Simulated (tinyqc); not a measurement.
## Hot electrons in a saturated n-channel MOSFET, lucky-electron model: effect of the resistance of the lightly doped drain

Beyond pinch-off the lateral field grows as Esat cosh(y/l) over the velocity-saturated region (pseudo-two-dimensional model). Impact ionisation in this region gives the substrate current, which biases the body forward through Rsub. Currents are per width. Local-field laws: they overstate ionisation when the field peak is narrower than an energy relaxation length.

Cox = 3.9 eps0/tox, l = sqrt(3 tox xj), Esat = 2 vs/mu. Overdrive g = Vg - VT + kb Vb; Vdsat = g Esat L/(g + Esat L); Id = Cox vs (g - Vdsat); dV = Vd - Id Rd - Vdsat; Em = sqrt((dV/l)^2 + Esat^2); Isub = Id (Ai/Bi) l Em exp(-Bi/Em). Vb = Rsub Isub is solved self-consistently. Lifetime tau = (Hl/Id)(Isub/Id)^(-m); 1 year = 3.15576e7 s.

Parameters, values chosen for the exercise; values close to those of silicon n-channel devices:
- L = 0.5 um (channel length)
- tox = 11 nm (oxide thickness)
- xj = 210 nm (junction depth)
- VT = 0.78 V (threshold)
- mu = 440 cm^2/(V s) (effective mobility)
- vs = 9.9e6 cm/s (saturation velocity)
- Ai = 2e6 1/cm (ionisation prefactor)
- Bi = 1.8 MV/cm (ionisation field)
- Rsub = 28000 ohm um (substrate resistance)
- kb = 0.26 (fall of VT per volt of forward body bias)
- m = 3 (lifetime exponent)
- Hl = 41000 s uA/um (lifetime constant)
- Vd = 3.8 V (drain voltage)
- Vg = 1.8 V (gate voltage)

Constants: eps0 = 8.8541878128e-14 F/cm where lengths are in cm. Results are converted to the units shown.

Results:
```
Rd (ohm um)  Id (uA/um)  Em (MV/cm)  Isub (uA/um)  Isub/Id  tau (years)
0                 102.3      0.3737         2.863  0.02798       0.5798
150               102.2      0.3719         2.781  0.02721       0.6313
300               102.1      0.3701         2.701  0.02645       0.6878
500               102.0      0.3677         2.597  0.02546       0.7718
800               101.8      0.3642         2.447  0.02403       0.9194
1600              101.4      0.3547         2.079  0.02051        1.485
```

Estimate the missing row, Rd = 1200 ohm um.

Computed row:
```
Rd (ohm um)  Id (uA/um)  Em (MV/cm)  Isub (uA/um)  Isub/Id  tau (years)
1200              101.6      0.3594         2.257  0.02222        1.166
```

With this row back in the table: As Rd goes from 0 to 1600 ohm um, Em falls from 0.374 to 0.355 MV/cm, Isub falls from 2.86 to 2.08 uA/um and tau rises from 0.580 to 1.49 years. From the first row to the last, log10(tau) changes by 0.41: 0.40 from (Isub/Id)^(-m), which holds Em and l, and under 0.005 from 1/Id. The price is 0.162 V dropped over Rd in the last row.

Computed by the program tinyqc: `OMP_NUM_THREADS=1 python tinyqc.py 2550138 2550139 out.jsonl`, one thread of a shared Intel Xeon 2.30GHz, about 0.01 s for the whole run.
